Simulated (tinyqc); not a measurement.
Surface potential of a MOS transistor: implicit equation and explicit approximations: one step of the calculation.

p-type body, charge-sheet picture, depletion and inversion only, full ionisation (an idealisation for deep acceptors), Boltzmann statistics (rough once Na exp(x - xn) passes about Nc/7). In units of Vt: xg = (Vg - Vfb)/Vt, x = psi/Vt, G = gamma/sqrt(Vt), xn = (2 phiF + Vc)/Vt. The implicit equation is (xg - x)^2 = G^2 [x - 1 + exp(x - xn)] for x above about 3. Cox = eps0 eox/tox.

Question. Scales. ni = sqrt(Nc Nv) exp(-Eg/(2 Vt)), Eg in volts; phiF = Vt ln(Na/ni); gamma = sqrt(2 q eps0 eps_r Na)/Cox; VT = Vfb + Vt (xn + G sqrt(xn - 1)).

Values chosen for this exercise; band and dielectric values close to those of silicon:
- T = 250 K (temperature)
- Eg = 1.12 eV (band gap)
- eps_r = 11.5 (relative permittivity)
- Nc = 2.16e19 cm^-3 (conduction-band density of states at T)
- Nv = 2.03e19 cm^-3 (valence-band density of states at T)
- eox = 21.9 (relative permittivity of the gate insulator (close to hafnium oxide))
- tox = 36 nm (insulator thickness)
- Na = 4e16 cm^-3 (acceptor density)
- Vfb = -0.53 V (flat-band voltage)
- Vc = 1 V (channel-body voltage)
- Vg = 1.53 V (gate-body voltage)

Constants: q = 1.602176634e-19 C, kB = 1.380649e-23 J/K, Vt = kB T/q, eps0 = 8.8541878128e-14 F/cm where lengths are in cm. Results are converted to the units shown.

Give: phiF; gamma; G; xn; VT; xg.

Answer.

phiF = 0.4251 V
gamma = 0.2121 V^0.5
G = 1.445
xn = 85.89
VT = 1.607 V
xg = 95.62

Program tinyqc, `OMP_NUM_THREADS=1 python tinyqc.py 2122121 2122122 out.jsonl`; Intel Xeon 2.30GHz, shared host, one thread, about 0.01 s.
